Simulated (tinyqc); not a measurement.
Abrupt p-n junction, non-linear Poisson equation by Newton steps: one step of the calculation.

One dimension, p side on the left, n side on the right; net doping C = -Na for x < 0 and +Nd for x > 0. The potential psi is counted from the intrinsic level, and the quasi-Fermi potentials are flat: 0 for holes and -V for electrons, so n = ni exp((psi + V)/Vt) and p = ni exp(-psi/Vt) (Boltzmann statistics, full ionisation, no current). Under reverse bias this makes the minority densities vanishingly small everywhere; they play no part in the charge.

Question. Densities, residual and Jacobian diagonal. n_i = ni exp((psi_i + V)/Vt), p_i = ni exp(-psi_i/Vt), rho_i = p_i - n_i + C_i, g_i = (n_i + p_i)/Vt. Box widths w_i = (h_(i-1) + h_i)/2 in cm. Residual F_i = a_i (psi_(i+1) - psi_i) - a_(i-1) (psi_i - psi_(i-1)) + q rho_i w_i; Jacobian: a_(i-1) and a_i beside the diagonal, b_i = -a_(i-1) - a_i - q g_i w_i on it. The two end nodes are fixed.

Inputs (values chosen for the exercise): temperature T = 300 K; bias of the p side against the n side V = -6.8 V.

Constants: q = 1.602176634e-19 C, kB = 1.380649e-23 J/K, Vt = kB T/q. Results are converted to the units shown.

| node | x (nm) | psi after iteration 1 (V) | net doping C (cm^-3) |
|---|---|---|---|
| 0 | -2820 | -0.4358955 | -2.9e15 |
| 1 | -930 | -0.2593063 | -2.9e15 |
| 2 | -296 | 4.5656927 | -2.9e15 |
| 3 | -83.5 | 6.7186267 | -2.9e15 |
| 4 | -12 | 7.5035010 | -2.9e15 |
| 5 | 12 | 7.7737813 | 5.3e16 |
| 6 | 39.1 | 8.0035989 | 5.3e16 |
| 7 | 69.7 | 8.1669964 | 5.3e16 |
| 8 | 104 | 8.2289885 | 5.3e16 |
| 9 | 143 | 8.1438953 | 5.3e16 |
| 10 | 187 | 7.8499574 | 5.3e16 |
| 11 | 237 | 7.3110106 | 5.3e16 |

| interval | coupling a_i (F/cm^2) |
|---|---|
| 0 | 4.1272696e-9 |
| 1 | 1.2303690e-8 |
| 2 | 3.6708421e-8 |
| 3 | 1.0909845e-7 |
| 4 | 3.2502248e-7 |
| 5 | 2.8784278e-7 |
| 6 | 2.5491959e-7 |
| 7 | 2.2742098e-7 |
| 8 | 2.0001383e-7 |
| 9 | 1.7728499e-7 |
| 10 | 1.5601079e-7 |

ni = 1.3793545e8 cm^-3

Wanted: n; p; residual F; diagonal b.

Answer.

| node | n (cm^-3) | p (cm^-3) |
|---|---|---|
| 0 | 3.819e-114 | 2.900e15 |
| 1 | 3.536e-111 | 3.132e12 |
| 2 | 4.027e-30 | 2.751e-69 |
| 3 | 5.925e6 | 1.869e-105 |
| 4 | 9.078e19 | 1.220e-118 |
| 5 | 3.151e24 | 3.515e-123 |
| 6 | 2.287e28 | 4.843e-127 |
| 7 | 1.271e31 | 8.713e-130 |
| 8 | 1.398e32 | 7.921e-131 |
| 9 | 5.201e30 | 2.129e-129 |
| 10 | 6.000e25 | 1.846e-124 |
| 11 | 5.300e16 | 2.090e-115 |

| node | residual F (1e7 C/cm^2) | diagonal b (F/cm^2) |
|---|---|---|
| 1 | 0.000 | -1.888e-8 |
| 2 | 0.000 | -4.901e-8 |
| 3 | 0.000 | -1.458e-7 |
| 4 | 0.000 | -0.002687 |
| 5 | 0.000 | -49.90 |
| 6 | -0.001 | -4.089e5 |
| 7 | -0.661 | -2.556e8 |
| 8 | -8.211 | -3.176e9 |
| 9 | -0.346 | -1.338e8 |
| 10 | 0.000 | -1748 |

Program tinyqc, `OMP_NUM_THREADS=1 python tinyqc.py 2000026 2000027 out.jsonl`; Intel Xeon 2.30GHz, shared host, one thread, about 0.02 s.
